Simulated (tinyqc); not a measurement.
# Changing the misfit strain u_m

Model: Landau-Devonshire theory of a uniaxial ferroelectric. Computed by tinyqc, a small Python program. Command: `OMP_NUM_THREADS=1 python tinyqc.py 3023632 3023633 out.jsonl ferro sweep`. One thread of a shared host (Intel(R) Xeon(R) Processor @ 2.30GHz), about 0.01 s of CPU time with the checks.

G(P) = (alpha/2) P^2 + (beta*/4) P^4 + (gamma/6) P^6 - E P per volume, SI units, one domain, P along the polar axis, which is normal to the film.

Inputs (values chosen for the exercise, modelled on lead titanate):
```
quantity                        value         unit
alpha_0                        736000  J m/(C^2 K)
Curie-Weiss temperature T0        752            K
beta                        -2.83e+08    J m^5/C^4
gamma                        1.58e+09    J m^9/C^6
temperature T                     423            K
electrostriction Q12           -0.026      m^4/C^2
compliance s11 + s12          5.5e-12        m^2/N
```

Sample: epitaxial film.

Constants: eps_0 = 8.8541878128e-12 F/m.

Method:
- alpha = alpha_0 (T - T0*), with clamping: T0* = T0 + 4 Q12 u_m/(alpha_0 (s11 + s12)), beta* = beta + 4 Q12^2/(s11 + s12).
- Ps^2 = [-beta* + sqrt(beta*^2 - 4 alpha gamma)]/(2 gamma).
- chi = 1/(eps_0 G''), G'' = alpha + 3 beta* P^2 + 5 gamma P^4 at Ps. Ps, chi and the coercive field are for perfect screening, without a depolarising field. The intrinsic coercive field is |alpha P + beta* P^3 + gamma P^5| at the P_c where G'' = 0. 1 C/m^2 = 100 microcoulomb/cm^2.

One run for each value; columns: (1) misfit strain u_m; (2) T0* (K); (3) spontaneous polarisation Ps (microcoulomb/cm^2); (4) susceptibility chi; (5) intrinsic coercive field (MV/m):
```
(1)        (2)     (3)     (4)     (5)
-0.024  1368.6  77.520   44.59  272.75
-0.020  1265.8  75.102   50.29  234.81
-0.016  1163.1  72.445   57.63  198.16
-0.012  1060.3  69.485   67.44  162.95
-0.008   957.5  66.130   81.18  129.36
-0.004   854.8  62.232  101.79   97.63
0.000    752.0  57.531  136.00   68.09
0.004    649.2  51.503  203.37   41.27
```

Describe and explain the trends.

Over the rows, T0* (K) falls from 1370 to 649; spontaneous polarisation Ps (microcoulomb/cm^2) falls from 77.5 to 51.5; susceptibility chi rises from 44.6 to 203. T0* moves linearly, by 257 K for each per cent of compression, since Q12 < 0. Under tension P would turn into the plane, which this one-component model cannot show.

Caution (rows -0.0240, -0.0200): the strain shifts T0 by more than 500 K here, which is beyond the range where constant coefficients hold. Caution (rows -0.0240, -0.0200, -0.0160, -0.0120, -0.00800, -0.00400): far below T0* the expansion with linear alpha(T) is only a fit.
